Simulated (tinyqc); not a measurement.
Franz-Keldysh effect at a direct gap: one step. Absorption with and without the field.

Parabolic bands, vertical transitions, no excitons. For each hole band j: mr = me mj/(me + mj); joint density of states J_j(E) = (mr/c)^(3/2) sqrt(E - Eg)/(2 pi^2), both spins, c = hbar^2/2m0; averaged matrix element |e.p|^2 = m0 Ep/6; alpha_j(E) = 4 pi^2 alpha_f c Ep J_j/(3 nr E) in 1/angstrom (alpha_f the fine-structure constant, listed as alpha among the constants), times 1e8 for 1/cm.

Constants: hbar^2/2m0 = 3.80998211 eV angstrom^2; fine-structure constant alpha = 0.007297352564.

Parameters, chosen for this exercise (near those of InP; the results hold for these values, not for the real material):
```
symbol  value   unit        meaning
Eg      1.357   eV          direct gap
me      0.0787  m0          electron mass
mhh     0.575   m0          heavy-hole mass
mlh     0.0868  m0          light-hole mass
Ep      19.9    eV          Kane energy
nr      3.44                refractive index
E       1.399   eV          photon energy
L       31      micrometre  length of a waveguide
```

Scales:
```
hole     mr (m0)  th (meV)  length (angstrom)
heavy  0.0692252  19.24958             53.471
light  0.0412759  22.87058             63.529
```

Factors:
```
hole           b     Ai(b)    Ai'(b)  factor (eV^(1/2))  without field
heavy  -2.181866  0.108554  0.682178           0.214048       0.204939
light  -1.836420  0.321785  0.531937           0.224776       0.204939
```

Question. Put the factors in place of sqrt(E - Eg) in alpha_j and add the bands; a waveguide of length L changes its transmission by 4.343 (alpha(F) - alpha(0)) L dB.

Give: alpha_j in the field; alpha(F); alpha(0); change of loss.

Answer.

alpha_j in the field (1/cm): heavy 4.02e+03, light 1.94e+03

alpha(F) = 5.96e+03 1/cm
alpha(0) = 5618 1/cm
change of loss = 4.61 dB

Without the field the loss over L is 76 dB, so this energy is of no use for a modulator. Above the gap the field raises the absorption at this energy; the sign alternates with energy (Franz-Keldysh oscillations). Excitons, which add a sharp peak at low field, are left out.

(tinyqc, `OMP_NUM_THREADS=1 python tinyqc.py 1651549 1651550 out.jsonl`, Intel(R) Xeon(R) Processor @ 2.30GHz, 1 thread, shared host, about 0.01 s.)
